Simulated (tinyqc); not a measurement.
# Ellipsometry and reflectance of a transparent film on an absorbing substrate: two studies

Air (index 1), film, substrate with N2 = n2 - i k2; time factor exp(+i w t). q_j = sqrt(N_j^2 - sin^2 th), root with positive real part. Fresnel coefficients r_s = (q_a - q_b)/(q_a + q_b), r_p = (N_b^2 q_a - N_a^2 q_b)/(N_b^2 q_a + N_a^2 q_b). tan(Psi) exp(i Delta) = R_p/R_s, Delta taken from 0 to 360 degrees.

Values chosen for this exercise; indices close to those of aluminium oxide on silicon:
```
symbol,value,unit,meaning
lam,546.1,nm,wavelength
th,65,degrees,angle of incidence
n1,1.655,,index of the transparent film
d,270,nm,film thickness
n2,4.086,,index of the substrate
k2,0.031,,extinction coefficient of the substrate
```

Each table varies one quantity; the others keep the values above.

## Psi and Delta against the film thickness

beta = 2 pi d q1/lam, X = exp(-2 i beta), R = (r01 + r12 X)/(1 + r01 r12 X) for p and s. The last column is the derivative of Delta.

Results:
```
d (nm)  Psi (degrees)  Delta (degrees)  |R_p|^2  |R_s|^2  dDelta/dd (degrees/nm)
0               19.00            179.4  0.07743   0.6532                  -1.997
0.5             19.00            178.4  0.07744   0.6532                  -1.996
1               19.00            177.4  0.07748   0.6531                  -1.995
1.5             19.01            176.4  0.07752   0.6530                  -1.994
2               19.02            175.4  0.07759   0.6529                  -1.993
2.5             19.03            174.4  0.07767   0.6528                  -1.991
3.5             19.06            172.4  0.07788   0.6524                  -1.985
4               19.08            171.4  0.07801   0.6522                  -1.982
```

Estimate the missing row, d = 3 nm.

Computed row:
```
d (nm)  Psi (degrees)  Delta (degrees)  |R_p|^2  |R_s|^2  dDelta/dd (degrees/nm)
3               19.04            173.4  0.07777   0.6526                  -1.988
```

With this row back in the table: Delta falls from 179.41 to 171.45 degrees while Psi moves from 19.00 to 19.08: Delta changes 99.8 times as much as Psi. With the slope of the first row an error of 0.01 degree in Delta means 0.0050 nm.

## Effect of the angle of incidence

Same model as above.

dDelta/dd is the derivative of Delta; period lam/(2 q1).

Effect of the angle of incidence:
```
th (degrees)  Psi (degrees)  Delta (degrees)  |R_p|^2  |R_s|^2  dDelta/dd (degrees/nm)  period (nm)
50                    59.55            130.2  0.09297  0.03214                   1.586        186.1
55                    51.94            111.8   0.1152  0.07064                -0.06710        189.9
60                    45.45            97.77   0.1412   0.1369                 -0.5032        193.6
65                    40.91            84.02   0.1730   0.2303                 -0.5586        197.2
70                    38.33            69.08   0.2168   0.3470                 -0.4850        200.4
75                    37.65            52.72   0.2869   0.4819                 -0.3562        203.2
80                    38.80            35.38   0.4090   0.6328                 -0.2153        205.3
85                    41.46            17.69   0.6260   0.8022                -0.09529        206.6
```

Read the table: what changes, and by how much?

Psi goes from 59.5 through a minimum of 37.7 (at th = 75 among the rows listed) to 41.5 degrees and |R_p|^2 rises from 0.0930 to 0.626. The slope of Delta is largest in size, 1.59 degrees/nm, at th = 50 among the rows. The bare substrate has its smallest |R_p| near arctan(n2) = 76.2 degrees.

Program tinyqc, `OMP_NUM_THREADS=1 python tinyqc.py 2870224 2870225 out.jsonl`; Intel Xeon 2.30GHz, shared host, one thread, about 0.3 s.
